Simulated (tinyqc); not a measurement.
## Long-channel MOSFET, surface-potential model: effect of the temperature

n-channel transistor on a uniformly doped p-type body, gradual-channel approximation, constant mobility, Boltzmann statistics, full ionisation. Potentials are counted from the neutral body; V is the electron quasi-Fermi potential, Vsb at the source and Vsb + Vds at the drain. Charges are magnitudes per area.

Nc and Nv are given at 400 K and scale as (T/400 K)^1.5; Eg, Vfb and mu are held fixed. ni = sqrt(Nc Nv) exp(-Eg/(2 Vt)), Eg in volts; phiF = Vt ln(Na/ni); Cox = eps0 eox/tox; gamma = sqrt(2 q eps0 eps_r Na)/Cox. The surface potential psi at channel potential V solves Vgs + Vsb - Vfb - psi = gamma sqrt(G), G = psi - Vt + Vt exp((psi - 2 phiF - V)/Vt). Charge sheet: Qi = Cox gamma [sqrt(G) - sqrt(psi - Vt)]; I = mu (W/L) [integral of Qi dpsi from psi_0 to psi_L (drift) + Vt (Qi0 - QiL) (diffusion)], with psi_0 at V = Vsb and psi_L at V = Vsb + Vds. VT = Vfb + 2 phiF + gamma sqrt(2 phiF + Vsb), m = 1 + gamma/(2 sqrt(2 phiF + Vsb)). The swing is 20 mV/log10[I(VT - 0.14 V)/I(VT - 0.16 V)] of the charge-sheet current at the given Vds.

Parameters, values chosen for the exercise; material values close to those of silicon: band gap Eg = 1.14 eV; relative permittivity of the semiconductor eps_r = 11.9; conduction-band density of states at the reference temperature Nc = 4.34e19 cm^-3; valence-band density of states at the reference temperature Nv = 4.11e19 cm^-3; acceptor density of the body Na = 6.5e16 cm^-3; relative permittivity of the gate insulator eox = 25.8; insulator thickness tox = 37 nm; flat-band voltage Vfb = -0.93 V; channel mobility mu = 410 cm^2/(V s); gate width W = 1 um; gate length L = 5 um; source-body reverse bias Vsb = 0.5 V; gate-source voltage Vgs = 0.46 V; drain-source voltage Vds = 0.05 V.

Constants: q = 1.602176634e-19 C, kB = 1.380649e-23 J/K, Vt = kB T/q, eps0 = 8.8541878128e-14 F/cm where lengths are in cm. Results are converted to the units shown.

The same in every row: gamma (V^0.5) = 0.2399.

Effect of the temperature:
```
T (K)	VT (V)	m	swing (mV/decade)	I at Vgs, Vds (uA)
220	0.2852	1.100	48.65	0.1765
250	0.2443	1.102	55.45	0.2387
280	0.2024	1.103	62.30	0.3035
310	0.1595	1.105	69.21	0.3704
340	0.1157	1.106	76.19	0.4389
370	0.07105	1.108	83.26	0.5089
400	0.02564	1.110	90.42	0.5802
```

Read the table: what changes, and by how much?

As T goes from 220 to 400 K, VT falls from 0.285 to 0.0256 V, the swing rises from 48.7 to 90.4 mV a decade and the current rises from 0.177 to 0.580 uA. The swing is 1.3 % above m Vt ln 10 in the first row and 2.7 % above it in the last. In every row the mobility is held fixed, though a real channel mobility changes with T and would alter the trend of the current.

Program tinyqc, `OMP_NUM_THREADS=1 python tinyqc.py 2360167 2360168 out.jsonl`; Intel Xeon 2.30GHz, shared host, one thread, about 0.08 s.
